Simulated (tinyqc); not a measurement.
Elastic strain and critical thickness of a cubic alloy layer A(1-x)B(x) on a thick substrate: one step, computed by the program tinyqc. Command: `OMP_NUM_THREADS=1 python tinyqc.py 3002458 3002459 out.jsonl misfit walk`. One thread of a shared host (Intel(R) Xeon(R) Processor @ 2.30GHz), about 0.01 s of CPU time with the checks.

Strain is positive in tension. The layer is coherent with the substrate unless said otherwise.

Task: Alloy by Vegard's rule, and misfit. a = (1 - x) a_A + x a_B, the same rule for each C_ij; misfit f = (a_S - a)/a, the in-plane strain of the coherent layer.

Inputs (values chosen for the exercise, for a model alloy): fraction x of B = 0.32; lattice constant a_A = 5.869 angstrom; lattice constant a_B = 5.451 angstrom; substrate lattice constant a_S = 5.651 angstrom.

C11, C12, C44 of A (GPa): [112.5, 57.33, 45.86]

C11, C12, C44 of B (GPa): [142.9, 59.86, 75.42]

Give: free lattice constant a; elastic constants; misfit f.

Result:

free lattice constant a = 5.73524 angstrom

elastic constants (GPa): C11 122.2280, C12 58.1396, C44 55.3192

misfit f = -0.01469

The layer is compressed in the plane by 1.47 %.
